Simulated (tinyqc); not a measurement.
# Arrhenius plot from several rate windows

Emission rate en = sn vth(T) Nc(T) exp(-Et/kB T) = sn g T^2 exp(-Et/kB T), g = vth Nc/(300 K)^2, as vth goes as T^0.5 and Nc as T^1.5 (degeneracy factor 1). Here the cross-section is thermally activated, sn exp(-Eb/kB T) with Eb = 0.1 eV. Each window ew gives the temperature where en = ew.

Parameters, values chosen for the exercise; material values close to those of silicon:
- Nc = 2.82e19 cm^-3 (conduction-band density of states at 300 K)
- vth = 2.3e7 cm/s (thermal velocity at 300 K)
- Et = 0.1 eV (depth of the trap below the conduction edge)
- sn = 3.5e-16 cm^2 (capture cross-section)

Constants: q = 1.602176634e-19 C, kB = 1.380649e-23 J/K. Results are converted to the units shown.

Arrhenius plot from several rate windows:

| ew (1/s) | T peak (K) | q/kB T (1/eV) | ln(ew/T^2) | ln ew |
|---|---|---|---|---|
| 1.7 | 99.17 | 117.0 | -8.663 | 0.5306 |
| 5.1 | 103.6 | 112.0 | -7.653 | 1.629 |
| 15 | 108.4 | 107.0 | -6.664 | 2.708 |
| 47 | 114.0 | 101.8 | -5.622 | 3.850 |
| 140 | 119.8 | 96.85 | -4.630 | 4.942 |
| 430 | 126.4 | 91.78 | -3.616 | 6.064 |
| 1300 | 133.7 | 86.81 | -2.621 | 7.170 |
| 3900 | 141.7 | 81.90 | -1.639 | 8.269 |

The peak rises from 99.2 to 142 K. ln(ew/T^2) against q/kB T is a straight line of slope -0.2000 eV, which is Et + Eb and not Et = 0.1 eV: a capture barrier adds to the activation energy. Its intercept gives sn = 3.50e-16 cm^2. Leaving out the T^2 gives 0.2203 eV, too high by about 2 kB T.

Numbers from tinyqc (`OMP_NUM_THREADS=1 python tinyqc.py 2050003 2050004 out.jsonl`; about 0.01 s on one thread of a shared Intel Xeon 2.30GHz).
